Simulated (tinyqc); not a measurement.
Space-charge-limited current with shallow traps: two steps of the calculation.

One carrier type, drift only, an injecting contact at x = 0 (zero field) and thickness L. The share th = y/(1 + y), y = (Nc/Nt) exp(-Et/kB T), of the injected charge is free: J = q mu n F, eps0 eps_r dF/dx = q (n - n0)/th.

Values chosen for this exercise:

| symbol | value | unit | meaning |
|---|---|---|---|
| T | 300 | K | temperature |
| eps_r | 7.2 |  | relative permittivity |
| mu | 0.0017 | cm^2/(V s) | mobility |
| L | 1100 | nm | thickness |
| Nc | 3.2e20 | cm^-3 | band density of states |
| Nt | 3.7e16 | cm^-3 | trap density |
| Et | 0.42 | eV | trap depth |
| n0 | 6.2e10 | cm^-3 | free carrier density in equilibrium |
| V | 5.7 | V | voltage |

Constants: q = 1.602176634e-19 C, kB = 1.380649e-23 J/K, Vt = kB T/q, eps0 = 8.8541878128e-14 F/cm where lengths are in cm. Results are converted to the units shown.

Question 1. Limits and characteristic voltages. Ohmic J = q n0 mu V/L; Mott-Gurney J = (9/8) th eps0 eps_r mu V^2/L^3; they cross at Vx = 8 q n0 L^2/(9 th eps0 eps_r); traps fill at V_TFL = q Nt L^2/(2 eps0 eps_r).

Find: th; ohmic J; Mott-Gurney J; Vx; V_TFL.

Answer 1.

th = 7.6020e-4
ohmic J = 8.7505e-7 A/cm^2
Mott-Gurney J = 2.2625e-5 A/cm^2
Vx = 0.22046 V
V_TFL = 56.258 V

Question 2. The exact current. Exact: with u = n0/n(L), w = -u - ln(1 - u) and v = -u - u^2/2 - ln(1 - u), V = (q n0 L^2/(th eps0 eps_r)) v/w^2 and J = q^2 n0^2 mu L/(th eps0 eps_r w). v/w^2 falls steadily with u, so u follows by bisection.

Find: v/w^2; u; w; J; exit field over V/L.

Answer 2.

v/w^2 = 22.98
u = 0.05610
w = 0.001635
J = 2.328e-5 A/cm^2
exit field over V/L = 1.493

J is 0.92 % below the plain sum of the two limits; the exit field lies between the ohmic 1 and the Mott-Gurney 1.5.

Range of the model: Diffusion and a field-dependent mobility are left out. With injecting contacts the diffusion current, about 4 pi^2 Vt th eps0 eps_r mu V/L^3, equals the Mott-Gurney current at V = 35 kB T/q (0.9 V at 300 K), so the drift-only result needs V well above that.

Numbers from tinyqc (`OMP_NUM_THREADS=1 python tinyqc.py 2370093 2370094 out.jsonl`; about 0.01 s on one thread of a shared Intel Xeon 2.30GHz).
